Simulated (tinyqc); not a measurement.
Angle of incidence: thin-film optics by transfer matrices.

Indices N = n + i k. Snell: N0 sin(theta) = N_j sin(theta_j), with Im(N_j cos theta_j) >= 0. Admittance y_j = N_j cos theta_j for s and N_j/cos theta_j for p. Phase delta_j = 2 pi N_j cos theta_j d_j/lambda. Layer matrix [[cos delta, -i sin delta/y], [-i y sin delta, cos delta]], multiplied from the top down to M. (B, C) = M (1, y_sub); r = (y0 B - C)/(y0 B + C), R = |r|^2, T = 4 Re y0 Re y_sub/|y0 B + C|^2, absorbed in the films 1 - R - T.

Ellipsometry: rho = tan(Psi) exp(i Delta) = -conj(r_p/r_s) with the r of the admittance formula, Delta in 0 to 360 degrees, so that a bare dielectric at small angles gives Delta = 180.

Values chosen for the exercise (indices near those of HfO2, SiO2 on Al; shifted at random, so the results belong to these values and not to a real crystal):
```
symbol  value                 unit  meaning
lam     193                   nm    vacuum wavelength
n0      1                           ambient index
n       (2.84, 1.589, 0.108)        n of HfO2, SiO2, substrate
k       (0.63, 0, 2.146)            k in the same order
d       (9.4, 2.9)            nm    thicknesses, top first
```

Both polarisations.

Stack:
```
theta (degrees)     R_s     R_p    Psi   Delta
0                0.1252  0.1252  45.00  180.00
15               0.1230  0.1201  44.65  184.40
30               0.1208  0.1068  43.23  199.56
45               0.1345  0.0954  40.09  230.48
55               0.1701  0.1035  37.96  260.85
60               0.2031  0.1198  37.53  277.66
65               0.2514  0.1509  37.76  294.31
70               0.3208  0.2046  38.61  309.95
75               0.4188  0.2930  39.91  324.16
80               0.5553  0.4344  41.49  336.99
85               0.7435  0.6564  43.22  348.77
```

What can be read from this table?

R_s and R_p agree at normal incidence (0.1252). R_p is lowest at 45 degrees of those listed (0.0954), where R_s = 0.1345: the two are within a factor 2 of each other, so the minimum selects polarisation poorly. R_s does not rise steadily, because the phase thickness of the films changes with the angle.

tinyqc: `OMP_NUM_THREADS=1 python tinyqc.py 1682563 1682564 out.jsonl`; about 0.01 s, one thread, shared Intel(R) Xeon(R) Processor @ 2.30GHz.
